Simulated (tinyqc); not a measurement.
# n-type polysilicon, carrier trapping at grain boundaries: effect of the doping

One-dimensional grains of size Lg, uniform ionised doping N, monovalent traps Qt at each boundary at a depth Et below (for electrons) or above (for holes) the band edge there, abrupt depletion of width W on each side of a boundary, Boltzmann statistics. xi is the distance from the band edge at the grain centre to the Fermi level. Trapped charge Qt/(1 + exp((xi + VB - Et)/Vt)) = 2 N W, barrier VB = q N W^2/(2 eps0 eps_r).

If the trap equation with xi = Vt ln(NB/N) has a root W < Lg/2, the grain is partly depleted; otherwise W = Lg/2 and the trap equation gives xi = Et - VB + Vt ln(Qt/(N Lg) - 1). N* = Qt/Lg. n0 = NB exp(-xi/Vt); mean density n0 (1 - 2 W/Lg) by charge balance in a partly depleted grain, and n0 (sqrt(pi)/2) erf(u)/u with u = sqrt(VB/Vt) in a fully depleted one; v = sqrt(kB T/(2 pi ms m0)); barrier resistivity Vt exp(VB/Vt)/(q fe n0 v Lg); grain resistivity (1 - 2 W/Lg)/(q n0 mug); effective mobility 1/(q mean density total resistivity). Rows with xi above 0.45 V, towards mid-gap, are left out, since the other carrier type is ignored.

Parameters, values chosen for the exercise; values of the order met in polycrystalline silicon: temperature T = 300 K; relative permittivity eps_r = 11.7; conduction-band density of states at T NB = 2.8e19 cm^-3; grain size Lg = 150 nm; trap density of a grain boundary Qt = 1.4e12 cm^-2; depth of the trap level from the majority band edge at the boundary Et = 0.37 eV; mass for thermionic emission ms = 0.42 m0; correction factor of the emission rate fe = 0.25; mobility inside the grains mug = 90 cm^2/(V s).

Constants: q = 1.602176634e-19 C, kB = 1.380649e-23 J/K, m0 = 9.1093837015e-31 kg, Vt = kB T/q, eps0 = 8.8541878128e-14 F/cm where lengths are in cm. Results are converted to the units shown.

Effect of the doping:
columns A: N (cm^-3); B: N/N*; C: depleted share 2 W/Lg; D: VB (V); E: xi (V); F: mean density (cm^-3); G: resistivity (ohm cm); H: effective mobility (cm^2/(V s))
```
A             B        C        D        E         F        G       H
4.7e15  0.05036    1.000  0.02044   0.4255  1.572e12  1.147e4   346.2
9.8e15   0.1050    1.000  0.04263   0.3828  6.678e12     5186   180.2
2.1e16   0.2250    1.000  0.09135   0.3106  7.923e13     2096   37.59
4.3e16   0.4607    1.000   0.1870   0.1870  6.652e15    712.1   1.318
9.1e16   0.9750   0.7120   0.2007   0.1481  2.620e16    268.2  0.8883
1.9e17    2.036   0.4578   0.1732   0.1291  1.030e17    44.57   1.359
4e17      4.286   0.2330  0.09442   0.1098  3.068e17    1.132   17.97
8.5e17    9.107   0.1098  0.04457  0.09035  7.567e17   0.1410   58.50
1.8e18    19.29  0.05185  0.02105  0.07095  1.707e18  0.04953   73.84
3.7e18    39.64  0.02523  0.01024  0.05232  3.607e18  0.02243   77.14
```

What does the comparison show, and why?

As N goes from 4.7e15 to 3.7e18, VB goes from 0.0204 through a maximum of 0.201 (at N = 9.1e16 among the rows listed) to 0.0102 V, the resistivity falls from 11500 to 0.0224 ohm cm and the effective mobility goes from 346 through a minimum of 0.888 (at N = 9.1e16 among the rows listed) to 77.1 cm^2/(V s). The steepest fall of the resistivity among the rows, as N^(-4.9), lies between N = 1.9e17 and 4e17 cm^-3; N* = 9.33e16 cm^-3. While the grain is fully depleted VB grows as N; once the traps are full it falls as 1/N. For N = 3.7e18 xi is under 2.5 Vt, where Boltzmann statistics begin to fail. For N = 4.7e15, 1.8e18, 3.7e18 VB is below Vt, where abrupt depletion and thermionic emission are rough. For N = 4.3e16 the grain is near the changeover between partial and full depletion, within a few Debye lengths, where both limits are rough. For N = 4.7e15, 9.8e15 the effective mobility exceeds mug, since drift through the depleted part of the grain is left out.

Program tinyqc, `OMP_NUM_THREADS=1 python tinyqc.py 2830146 2830147 out.jsonl`; Intel Xeon 2.30GHz, shared host, one thread, about 0.01 s.
